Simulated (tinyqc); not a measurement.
Permeation of metal atoms or ions through a thin barrier or dielectric: time lag, field-aided drift and lifetime. From one set of inputs to another, one input at a time. Computed by tinyqc, a small Python program. Command: `OMP_NUM_THREADS=1 python tinyqc.py 3003491 3003492 out.jsonl barrier ladder`. One thread of a shared host (Intel(R) Xeon(R) Processor @ 2.30GHz), about 0.02 s of CPU time with the checks.

The film 0 < x < d is empty at first; C = C0 at x = 0 and C = 0 at x = d. dC/dt = D d2C/dx2 - v dC/dx with drift v = D z e V/(k_B T d) (uniform field, no space charge).

The inputs printed are set A. Inputs not listed in the table keep their values of set A, so the rows need not describe a real material.

Inputs (values chosen for the exercise, for a model case: singly charged ions through a dielectric): thickness d = 88 nm; prefactor D0 = 2.9e-05 cm^2/s; activation energy E = 0.82 eV; concentration at the source side C0 = 4.1e+13 1/cm^3; charge number z = 1; voltage V (positive drives ions across) = 0.26 V; critical dose Q_c = 2e+07 1/cm^2; test temperature T = 150 C; use temperature T_u = 70 C.

Constants: k_B = 8.617333262e-05 eV/K.

Method:
- D = D0 exp(-E/(k_B T)); time scale d^2/D; Peclet number P = z V/(k_B T), k_B T in eV; 1 nm = 1e-7 cm.
- Temperatures in kelvin are T(C) + 273.15.
- Steady flux J = (D C0/d) P/(1 - exp(-P)); time lag in units of d^2/D: s_L = [P (1 + exp(-P))/(1 - exp(-P)) - 2]/P^2 (P = 0: J = D C0/d, s_L = 1/6).
- Dose through the film Q(s) = C0 d {f (s - s_L) - 2 exp(P/2) sum_(n=1..200) (-1)^n n^2 pi^2 exp(-l_n s)/l_n^2}, l_n = n^2 pi^2 + P^2/4, f = P/(1 - exp(-P)) the relative flux.
- Solve Q = Q_c for s. At the use temperature D and P take T_u, with the same C0 and V; 1 year = 3.15576e7 s.

Each row keeps all changes above it:
```
input moved                                                  from         to  failure time at T (s)  failure time at T_u (years)  steady flux J (1/(cm^2 s))
set A                                                           -          -                 1231.1                    0.0065144                  1.6513e+05
critical dose Q_c (1/cm^2)                               20000000   80000000                 1864.8                    0.0096321                  1.6513e+05
test temperature T (C)                                        150        125                 7336.3                    0.0096321                  4.2749e+04
concentration at the source side C0 (1/cm^3)              4.1e+13    5.7e+13                 6565.9                    0.0086589                  5.9431e+04
prefactor D0 (cm^2/s) and activation energy E (eV)  2.9e-05, 0.82  740, 1.29                  228.9                    0.0027129                  1.7045e+06
thickness d (nm)                                               88         89                  233.3                    0.0027653                  1.6853e+06
voltage V (positive drives ions across) (V)                  0.26       0.13                  351.7                    0.0042676                  8.6173e+05
```

Where does the difference come from?

Failure time at T goes from 1230 to 352, a factor 0.286 in all. The largest single move comes from prefactor D0 with activation energy E (a factor 0.0349), and test temperature T works against it (a factor 3.93). Failure time at T_u goes from 0.00651 to 0.00427, a factor 0.655 in all. The largest single move comes from prefactor D0 with activation energy E (a factor 0.313), and voltage V (positive drives ions across) works against it (a factor 1.54). Steady flux J goes from 165000 to 862000, a factor 5.22 in all. The largest single move comes from prefactor D0 with activation energy E (a factor 28.7), and test temperature T works against it (a factor 0.259). The single moves hold for this order of the switches; the total does not depend on the order.

Caution (all rows): grain boundaries, pinholes, trapping and space charge are left out; thin real barriers usually fail at defects. Caution (rows prefactor D0, thickness d, voltage V (positive drives ions across)): a prefactor D0 above about 10 cm^2/s is far larger than atomic jumps allow; it only sets the time scale of the exercise.

Extremes, crossings and ranges named in words are read from the listed rows.
